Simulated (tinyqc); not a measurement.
Time-domain thermoreflectance: layered heat flow under a modulated pulse train, and what the signal ratio measures. Changing the delay t. Computed by tinyqc, a small Python program. Command: `OMP_NUM_THREADS=1 python tinyqc.py 3110522 3110523 out.jsonl tdtr sweep`. One thread of a shared host (Intel(R) Xeon(R) Processor @ 2.30GHz), about 0.2 s of CPU time with the checks.

Pulses repeat at 80 MHz; heat is laid down at the surface, all layers are isotropic.

Inputs (values chosen for the exercise, modelled on aluminium on silica):
```
quantity                                value        unit
metal thickness d                         110          nm
metal conductivity                        120     W/(m K)
metal heat capacity                      2.42  MJ/(m^3 K)
boundary conductance G under the metal    270  MW/(m^2 K)
substrate conductivity kappa              1.3     W/(m K)
substrate heat capacity C                 1.6  MJ/(m^3 K)
modulation frequency f                     12         MHz
spot radius w (1/e^2, pump and probe)      24  micrometre
```

Stack: metal, substrate.

Method:
- For radial wave number k and angular frequency W each layer has u = sqrt(4 pi^2 k^2 + i W C/kappa) and gamma = kappa u. Surface impedance from below: Z = 1/gamma for the substrate; a layer of thickness L maps Z to (Z + tanh(u L)/gamma)/(1 + gamma Z tanh(u L)); a boundary adds 1/G.
- Response per absorbed watt H(W) = 2 pi int_0^(2/w) Z(k, W) exp(-pi^2 k^2 w^2) k dk by 20 Gauss-Legendre points.
- Signal: X + iY = sum_(m = -M..M) H(2 pi (f + m f_r)) exp(i 2 pi m f_r t) exp(-pi (m/M)^2 x 4), f_r = 80 MHz, M = 4000, with H(-W) the complex conjugate of H(W); V_in = X, V_out = Y, ratio = -V_in/V_out.

One run for each value:
```
delay t (ps)  ratio -V_in/V_out  V_in (K/mW)  V_out (K/mW)
80                       1.4302     0.023163     -0.016195
130                      1.2879     0.020921     -0.016245
220                      1.2190     0.019922     -0.016342
380                      1.1485     0.018959     -0.016508
630                      1.0645     0.017824     -0.016744
1100                     0.9427     0.016149     -0.017130
1800                     0.8026     0.014122     -0.017597
3000                     0.6175     0.011215     -0.018163
5000                     0.3821     0.007104     -0.018591
```

Over the rows, ratio -V_in/V_out falls from 1.43 to 0.382 (exponent d ln y / d ln x -0.22 between the first rows and -0.94 between the last); V_in (K/mW) falls from 0.0232 to 0.00710 (exponent d ln y / d ln x -0.21 between the first rows and -0.89 between the last); V_out (K/mW) falls from -0.0162 to -0.0186 (exponent d ln y / d ln x 0.0063 between the first rows and 0.046 between the last). V_out changes by 15 % over these delays and V_in by 69 %.
